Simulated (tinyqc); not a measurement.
Bond angle at oxygen: bond unit of a tetrahedral oxide and its oxygen vacancy in tight binding.

Two sp3 hybrids h1, h2 at eh = (es + 3 ep)/4 point at one oxygen with orbitals s, px, py, pz; x joins the two cations, z bisects the angle phi, and th = (180 - phi)/2. With u = hbar^2/(m d^2) = 2c/d^2, c = hbar^2/2m0: Vhs = -(1.32 + sqrt3 x 1.42) u/2 and Vhp = (1.42 + sqrt3 x 2.22) u/2. <h|s> = Vhs for both; <h1|px> = Vhp cos(th), <h2|px> = -Vhp cos(th); <h|pz> = Vhp sin(th) for both; py is a lone pair. The unit holds 8 electrons. Coupling between units, which widens the levels into bands, is left out.

Constants: hbar^2/2m0 = 3.80998211 eV angstrom^2.

Parameters, chosen for this exercise (near tabulated values for SiO2; shifted at random, so the results belong to these values and not to a real crystal): es = -14.89 eV (s level of the cation); ep = -7.47 eV (p level of the cation); eos = -34.45 eV (s level of oxygen); eop = -16.44 eV (p level of oxygen); d = 1.6 angstrom (cation-oxygen distance).

phi is varied at fixed d. Levels above eop; cation-cation distance 2 d cos(th); band energy is twice the sum of the four filled levels, relative to phi = 180; excess on O is the number of electrons on oxygen less 6.

Against phi:
```
phi (deg)  distance (angstrom)  level 2  level 3  level 5  level 6  excess on O  band energy (eV)
110                      2.621   -6.192   -2.856   12.441   13.307        0.869            -2.260
120                      2.771   -6.678   -2.287   11.831   13.793        0.897            -2.011
130                      2.900   -7.097   -1.724   11.232   14.212        0.937            -1.652
140                      3.007   -7.447   -1.190   10.668   14.562        0.986            -1.224
150                      3.091   -7.722   -0.716   10.170   14.837        1.041            -0.778
160                      3.151   -7.921   -0.336    9.772   15.036        1.094            -0.379
170                      3.188   -8.041   -0.087    9.512   15.156        1.135            -0.101
180                      3.200   -8.081    0.000    9.422   15.196        1.151             0.000
```

How do the results move, and what explains it?

Bending moves coupling from px to pz: level 2 rises from -8.08 to -6.19 eV and level 3 falls from 0.00 to -2.86 eV between 180 and 110 degrees. The lowest empty level is lowest at 180 degrees (9.42 eV) and highest at 110 (12.44 eV), so a spread of angles in a glass smears the conduction edge. The band energy is lowest at 110 degrees of those listed (-2.26 eV); the repulsion of the cations, not included, opposes bending.

tinyqc: `OMP_NUM_THREADS=1 python tinyqc.py 1450366 1450367 out.jsonl`; about 0.01 s, one thread, shared Intel(R) Xeon(R) Processor @ 2.30GHz.
